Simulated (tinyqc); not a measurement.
Hot electrons in a saturated n-channel MOSFET, lucky-electron model: one step of the calculation.

Beyond pinch-off the lateral field grows as Esat cosh(y/l) over the velocity-saturated region (pseudo-two-dimensional model). Impact ionisation in this region gives the substrate current, which biases the body forward through Rsub. Currents are per width. Local-field laws: they overstate ionisation when the field peak is narrower than an energy relaxation length.

Task. Body bias from the substrate current. Cox = 3.9 eps0/tox. Overdrive g = Vg - VT + kb Vb; Vdsat = g Esat L/(g + Esat L); Id = Cox vs (g - Vdsat); dV = Vd - Id Rd - Vdsat; Em = sqrt((dV/l)^2 + Esat^2); Isub = Id (Ai/Bi) l Em exp(-Bi/Em). Vb(new) = Rsub Isub.

Values chosen for this exercise; values close to those of silicon n-channel devices: channel length L = 0.5 um; oxide thickness tox = 11 nm; threshold VT = 0.7 V; saturation velocity vs = 9.1e6 cm/s; ionisation prefactor Ai = 2e6 1/cm; ionisation field Bi = 1.85 MV/cm; resistance of the lightly doped drain Rd = 200 ohm um; substrate resistance Rsub = 11000 ohm um; fall of VT per volt of forward body bias kb = 0.4; drain voltage Vd = 3.7 V; gate voltage Vg = 2.2 V.

Constants: eps0 = 8.8541878128e-14 F/cm where lengths are in cm. Results are converted to the units shown.

Vb at the start = 0 V
l = 77.071395 nm
Esat = 0.047894737 MV/cm

Find: Vdsat; Id; dV; Em; Isub; Vb after iteration 1.

Result.

Vdsat = 0.92230 V
Id = 165.03 uA/um
dV = 2.7447 V
Em = 0.35933 MV/cm
Isub = 2.8699 uA/um
Vb after iteration 1 = 0.031568 V

Program tinyqc, `OMP_NUM_THREADS=1 python tinyqc.py 2550074 2550075 out.jsonl`; Intel Xeon 2.30GHz, shared host, one thread, about 0.01 s.
